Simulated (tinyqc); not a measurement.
Inside a calculation. Method: CIS and TDHF on RHF in the sto-3g basis, frozen core, for BeH2, spin multiplicity 1. One step of it, computed by the program tinyqc.

Task: TDHF (RPA) singlet states. B(ia,jb) = 2 (ia|jb) - (ib|ja); the squared energies are the eigenvalues of (A - B)(A + B); 1 hartree = 27.211386 eV.

CIS matrix A, singlet (hartree), lower triangle:
```
           2>4       2>5       2>6        2>7        3>4       3>5       3>6       3>7
2>4   0.400889
2>5   0.000000  0.400925
2>6  -0.000994  0.000000  0.687183
2>7   0.000000  0.000000  0.000000   1.112157
3>4   0.000000  0.000000  0.000000   0.000573   0.308062
3>5   0.000000  0.000000  0.000000   0.000000   0.000000  0.308084
3>6   0.000000  0.000000  0.000000  -0.020686  -0.001753  0.000000  0.652675
3>7  -0.000506  0.000000  0.002144   0.000000   0.000000  0.000000  0.000000  1.108662
```

Two-electron integrals over orbitals (pq|rs), unique and non-zero (hartree); the lowest 1 orbital is frozen and left out:
```
(22|22) 0.400621    (32|32) 0.164789    (33|22) 0.414009    (33|33) 0.437135
(42|22) 0.001198    (42|33) 0.001121    (42|42) 0.049650    (43|32) 0.001192
(43|43) 0.014859    (44|22) 0.370558    (44|33) 0.358269    (44|42) -0.002593
(44|44) 0.449906    (52|52) 0.049652    (53|53) 0.014845    (54|52) -0.000931
(54|54) 0.024265    (55|22) 0.370585    (55|33) 0.358278    (55|42) -0.000732
(55|44) 0.401353    (55|55) 0.449859    (62|22) -0.025590   (62|33) -0.048419
(62|42) -0.000255   (62|44) 0.050859    (62|55) 0.050911    (62|62) 0.077310
(63|32) -0.095051   (63|43) -0.000974   (63|63) 0.083322    (64|22) 0.000483
(64|33) -0.000195   (64|42) 0.047408    (64|44) -0.000760   (64|55) 0.000556
(64|62) 0.002080    (64|64) 0.050907    (65|52) 0.047471    (65|54) -0.000659
(65|65) 0.050963    (66|22) 0.398703    (66|33) 0.409702    (66|42) 0.002748
(66|44) 0.368417    (66|55) 0.368497    (66|62) -0.035632   (66|64) 0.001824
(66|66) 0.413322    (72|32) -0.044796   (72|43) -0.001183   (72|63) 0.061156
(72|72) 0.056561    (73|22) -0.006557   (73|33) -0.021663   (73|42) -0.001723
(73|44) 0.058189    (73|55) 0.058185    (73|62) 0.072571    (73|64) 0.000670
(73|66) -0.027133   (73|73) 0.082047    (74|32) -0.002940   (74|43) 0.013781
(74|63) 0.001720    (74|72) 0.000429    (74|74) 0.016552    (75|53) 0.013800
(75|75) 0.016493    (76|32) 0.142997    (76|43) 0.001369    (76|63) -0.095800
(76|72) -0.056473   (76|74) -0.002549   (76|76) 0.141025    (77|22) 0.430573
(77|33) 0.449504    (77|42) 0.000220    (77|44) 0.392233    (77|55) 0.392211
(77|62) -0.038339   (77|64) -0.000799   (77|66) 0.438044    (77|73) -0.012585
(77|77) 0.491833
```

Give: TDHF matrix B, singlet; squared energies w^2; TDHF energies from the positive w^2.

Result:

TDHF matrix B, singlet (hartree), lower triangle:
```
        2>4    2>5    2>6     2>7     3>4    3>5    3>6    3>7
2>4   0.050
2>5   0.000  0.050
2>6   0.000  0.000  0.077
2>7   0.000  0.000  0.000   0.057
3>4   0.000  0.000  0.000  -0.001   0.015
3>5   0.000  0.000  0.000   0.000   0.000  0.015
3>6   0.000  0.000  0.000   0.050  -0.001  0.000  0.083
3>7  -0.002  0.000  0.084   0.000   0.000  0.000  0.000  0.082
```

squared energies w^2 (hartree^2): 0.095  0.095  0.158  0.158  0.415  0.461  1.214  1.233

TDHF energies from the positive w^2 (eV): 8.373  8.374  10.825  10.826  17.536  18.470  29.980  30.220
